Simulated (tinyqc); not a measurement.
Raising U: Hubbard chain of 6 sites, mean field against exact. Computed by the program tinyqc. 

one-body matrix (hopping and site energies) (eV):
```
,1,2,3,4,5,6
1,0.0000,-1.2500,0.0000,0.0000,0.0000,0.0000
2,-1.2500,0.0000,-1.2500,0.0000,0.0000,0.0000
3,0.0000,-1.2500,0.0000,-1.2500,0.0000,0.0000
4,0.0000,0.0000,-1.2500,0.0000,-1.2500,0.0000
5,0.0000,0.0000,0.0000,-1.2500,0.0000,-1.2500
6,0.0000,0.0000,0.0000,0.0000,-1.2500,0.0000
```

electrons, up and down: 3  3

Collinear unrestricted mean field (the lowest of 40 random starts) against exact diagonalisation.

Exact and mean-field results (eV):
```
U,U/t,E exact,E mean field,mean |n_up - n_down|,"double occupancy, exact",first gap in the sector
0.620,0.496,-7.84833,-7.80490,0.000,0.227,0.991
1.250,1.000,-7.03612,-6.85990,0.000,0.203,0.887
2.500,2.000,-5.68289,-5.05878,0.404,0.158,0.723
3.750,3.000,-4.64508,-3.78891,0.673,0.120,0.598
5.000,4.000,-3.86571,-2.96555,0.803,0.090,0.501
7.500,6.000,-2.83339,-2.03649,0.909,0.052,0.370
10.000,8.000,-2.21012,-1.54283,0.948,0.033,0.289
15.000,12.000,-1.51924,-1.03586,0.977,0.016,0.199
25.000,20.000,-0.92686,-0.62375,0.992,0.006,0.122
```

In absolute terms mean field is worst at U/t = 4.0, 0.900 eV too high: at small U it is nearly exact, and at large U it misses only exchange-scale energies. Its local moments set in at U/t = 2.0 of those listed, a broken symmetry that the exact state of a finite cluster with equal spins does not have. Relative to the exact energy its error is 0.6 % at the smallest U, 33 % at most and 33 % at the largest. The double occupancy falls from 0.227 to 0.006; at the largest U the first gap is 0.49 times the exchange scale 4t^2/U.
